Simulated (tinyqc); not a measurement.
Worked calculation: electron-beam lithography: double-Gaussian proximity function, edge placement and dose correction for parallel lines. Computed by tinyqc, a small Python program that keeps every step. Command: `OMP_NUM_THREADS=1 python tinyqc.py 3110551 3110552 out.jsonl proximity walk`. One thread of a shared host (Intel(R) Xeon(R) Processor @ 2.30GHz), about 0.01 s of CPU time with the checks. Intermediate numbers are printed to about 7 digits and carried at full precision; extremes and crossings named in words are read from the listed rows.

Lines are infinitely long. Absorbed energy is counted so that the middle of a very large area written at dose 1 receives 1; the resist develops where it exceeds 1/2.

Inputs (values chosen for the exercise, of the order of those for 10 keV electrons in resist on silicon):
```
quantity,value,unit
forward range alpha,0.02,micrometre
backscatter range beta,1.2,micrometre
backscatter ratio eta,0.7,-
base dose D0,560,microcoulomb/cm^2
beam current,2.7,nA
pixel size,4,nm
width of the test line,0.082,micrometre
pattern density around the test line,0.64,-
```

line widths (micrometre): [0.074, 0.5, 0.055, 0.27, 0.11]

gaps between the lines (micrometre): [0.17, 0.11, 0.19, 0.34]

Constants: e = 1.602176634e-19 C.

## Layout

The first line starts at x = 0; each next one starts after the width and the gap.

Lines (micrometre):
```
line,left edge,right edge,centre
1,0.000,0.074,0.0370
2,0.244,0.744,0.4940
3,0.854,0.909,0.8815
4,1.099,1.369,1.2340
5,1.709,1.819,1.7640
```

## Interaction matrix

f(r) = [exp(-r^2/alpha^2)/alpha^2 + eta exp(-r^2/beta^2)/beta^2]/(pi (1 + eta)). A line from a to b at dose d gives E(x) = d [S(alpha) + eta S(beta)]/(1 + eta), S(s) = [erf((b - x)/s) - erf((a - x)/s)]/2. M_ij is the mean of E at the two edges of line i from line j at dose 1.

M:
```
,1,2,3,4,5
1,0.3084254,0.0828210,0.0064887,0.0194235,0.0026979
2,0.0120127,0.3855933,0.0092679,0.0353116,0.0073150
3,0.0087303,0.0861882,0.3047283,0.0477618,0.0124007
4,0.0053638,0.0657309,0.0096643,0.3455193,0.0173792
5,0.0018193,0.0322138,0.0062009,0.0428418,0.3153535
```

## Dose correction

Uncorrected edge energies are M 1. Solve M d = 1/2 for the doses d that put the mean edge energy of every line at the threshold.

edge energies at dose 1: 1 0.4198566, 2 0.4495005, 3 0.4598092, 4 0.4436575, 5 0.3984292

corrected doses: 1 1.219787, 2 1.105760, 3 1.064512, 4 1.123041, 5 1.292030

largest over smallest dose = 1.213730

Line 5 needs the most and line 3 the least; a narrow isolated line much wider than alpha would need 1 + eta = 1.70.

## Printed widths

Edges are the roots of E(x) = 1/2 between a line centre and the middle of the next gap. Three cases: dose 1 everywhere; one common dose equal to the mean of d; the corrected doses.

Width error, printed less drawn (nm):
```
line,drawn width (nm),dose 1,mean dose,corrected
1,74,-9.85245,-1.299265,0.002135
2,500,-6.12402,2.275023,0.003690
3,55,-4.87032,3.523687,0.000049
4,270,-6.85159,1.572053,0.003893
5,110,-12.65029,-3.893298,0.002856
```

With the common mean dose the errors span 7.4 nm. With corrected doses the largest error is below 0.01 nm.

## Dose to size and latitude

A test line of width w << beta in surroundings of density rho, all at dose d: near its edge E(x) = d [S + eta rho]/(1 + eta), S = [erf((b - x)/alpha) - erf((a - x)/alpha)]/2 for edges a and b, the second term being the background energy. Dose to size d_s = (1 + eta)/(erf(w/alpha) + 2 eta rho), dose = d_s D0; edge slope d [1 - exp(-w^2/alpha^2)]/(sqrt(pi) alpha (1 + eta)); width change per 1 % of dose = 2 x 0.01 x (1/2)/slope.

dose to size d_s = 0.8966245

dose = 502.1097 microcoulomb/cm^2

edge slope = 0.01487842 1/nm

width change per 1 % of dose = 0.6721145 nm

background energy = 0.2362869

The background supplies 47 % of the threshold.

## Shot noise and writing time

With dose = d_s D0: electrons per pixel N = dose x pixel area/e; relative noise 1/sqrt(N); time per cm^2 of pattern area = dose x density/current; pixel rate = current/(dose x pixel area).

electrons per pixel = 501.4276

shot noise = 4.465765 %

writing time per cm^2 = 33.06072 h

pixel rate = 33.60819 MHz

Checks made by the program: corrected edge energies (relative difference below 1e-10).
